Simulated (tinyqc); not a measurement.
# Screening length from the swing

Inverse problem. In a simple model of a Schottky-barrier transistor a barrier thinner than d = 4.4 nm is transparent, so the effective barrier is pn - psi (1 - exp(-d/lam)) and the swing beyond flat band is Vt ln 10/(1 - exp(-d/lam)). Find the thermionic swing, lam, and the effective barrier at psi = 0.2 V.

Values chosen for this exercise:
```
symbol  value  unit                                 meaning
T         250     K                             temperature
pn       0.76    eV  barrier for electrons at both contacts
```

Constants: q = 1.602176634e-19 C, kB = 1.380649e-23 J/K, Vt = kB T/q. Results are converted to the units shown.

swing in the tunnelling range = 62.613120 mV/decade

Solution. The ratio of the two swings is 1 - exp(-d/lam).

Vt ln 10 = 49.6 mV/decade
lam = 2.80 nm
effective barrier = 0.602 eV

Computed by the program tinyqc: `OMP_NUM_THREADS=1 python tinyqc.py 2390038 2390039 out.jsonl`, one thread of a shared Intel Xeon 2.30GHz, about 0.4 s for the whole run.
